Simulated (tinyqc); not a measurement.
Slater-Koster d bands of a bcc metal, step by step. Values are carried at full precision from step to step, so a last printed digit may differ when a step is redone from the rounded ones.

Slater-Koster d bands. For a bond with direction cosines (l, m, n) the 5 x 5 block is dds Ps + ddp Pp + ddd (1 - Ps - Pp), the projectors on sigma, pi and delta states about the bond; for instance <xy|xy> = 3 l^2 m^2 dds + (l^2 + m^2 - 4 l^2 m^2) ddp + (n^2 + l^2 m^2) ddd, <xy|yz> = 3 l m^2 n dds + l n (1 - 4 m^2) ddp + l n (m^2 - 1) ddd and <3z2-r2|3z2-r2> = (n^2 - (l^2 + m^2)/2)^2 dds + 3 n^2 (l^2 + m^2) ddp + (3/4)(l^2 + m^2)^2 ddd. H(k) sums the blocks times cos(k.R) over the neighbours; the d level is the zero of energy; k in 2 pi/a.

Inputs chosen for the exercise (of the size met in Nb; shifted at random, so the results belong to these values and not to a real crystal):

| symbol | value | unit | meaning |
|---|---|---|---|
| dds | -1.367 | eV | dd sigma |
| ddp | 0.902 | eV | dd pi |
| ddd | -0.246 | eV | dd delta |
| f2 | 0.51 |  | factor on all three integrals for second neighbours |
| k | (0.53, 0.2, 0) | 2 pi/a | wave vector |
| Nd | 4 |  | d electrons per atom |

## The block of one bond

Direction (1,1,1)/sqrt3; its eigenvalues must be dds once, ddp twice and ddd twice.

block (eV), lower triangle:
```
             xy       yz       zx   x2-y2  3z2-r2
xy      -0.3646
yz      -0.5012  -0.3646
zx      -0.5012  -0.5012  -0.3646
x2-y2         0  -0.3827   0.3827  0.5193
3z2-r2  -0.4419   0.2209   0.2209       0  0.5193
```

## Levels at Gamma

Neighbours: eight at (a/2)(1,1,1) and equivalents, and six at a(1,0,0) and equivalents with the integrals times f2.

Summing the blocks at k = 0 gives E(t2g) = (8/3) dds + (16/9) ddp + (32/9) ddd + f2 (4 ddp + 2 ddd), E(eg) = (16/3) ddp + (8/3) ddd + f2 (3 dds + 3 ddd).

levels (eV): t2g (threefold) -1.3273, eg (twofold) 1.6868

The t2g level lies lower, by 3.0141 eV.

## The Hamiltonian at one k

Sum over the neighbours.

H(k) (eV), lower triangle:
```
             xy      yz      zx    x2-y2   3z2-r2
xy      -0.6483
yz            0  1.6729
zx            0  2.3464  0.1608
x2-y2         0       0       0   0.1791
3z2-r2   2.0686       0       0  -0.6393  -1.3493
```

## Levels and character

Diagonalise H; t2g is xy, yz, zx and eg the other two.

levels (eV): -3.1689  -1.5484  0.0860  1.2644  3.3821

weights:
```
     band 1  band 2  band 3  band 4  band 5
t2g   0.394   1.000   0.141   0.465   1.000
eg    0.606   0.000   0.859   0.535   0.000
```

## Levels at points of symmetry

Coordinates: G (0, 0, 0), H (1, 0, 0), N (0.5, 0.5, 0), P (0.5, 0.5, 0.5); the others lie half way.

Levels (eV):

| k | band 1 | band 2 | band 3 | band 4 | band 5 |
|---|---|---|---|---|---|
| G | -1.327 | -1.327 | -1.327 | 1.687 | 1.687 |
| G-H 0.5 | -1.966 | -0.251 | -0.251 | 0.321 | 2.091 |
| H | -6.623 | -6.623 | 4.506 | 4.506 | 4.506 |
| N | -4.850 | -3.759 | 1.966 | 2.438 | 4.261 |
| P | -1.589 | -1.589 | -1.589 | 2.468 | 2.468 |
| P-G 0.5 | -2.976 | -2.976 | 1.804 | 1.996 | 1.996 |
| G-N 0.5 | -2.647 | -2.543 | 1.467 | 1.621 | 1.826 |

On these points the bands run from -6.623 (H) to 4.506 eV (H).

## Second moment and the rectangular band

mu2 = z (dds^2 + 2 ddp^2 + 2 ddd^2)/5 per orbital, with z = 8 + 6 f2^2. A rectangular band with the same mu2 has width W = sqrt(12 mu2), Fermi level W (Nd/10 - 1/2) and bond energy -W Nd (10 - Nd)/20 (Friedel).

mu2 = 6.9160 eV^2
W = 9.1100 eV
Fermi level = -0.9110 eV
bond energy per atom = -10.9320 eV

The bond energy is the attractive part alone; the repulsion between atoms, left out, cancels a large share of it in the cohesive energy.

## Checks

- Levels at Gamma from the formulas against H(0): they agree to 1e-10 or better.
- Second moment from the formula against the mean square level on the mesh: both 6.91600.

Computed by tinyqc, a small Python program: `OMP_NUM_THREADS=1 python tinyqc.py 1482886 1482887 out.jsonl` (the numbers bound the seed that draws the inputs); one thread of a shared host (Intel(R) Xeon(R) Processor @ 2.30GHz), about 0.03 s for the whole set of steps.
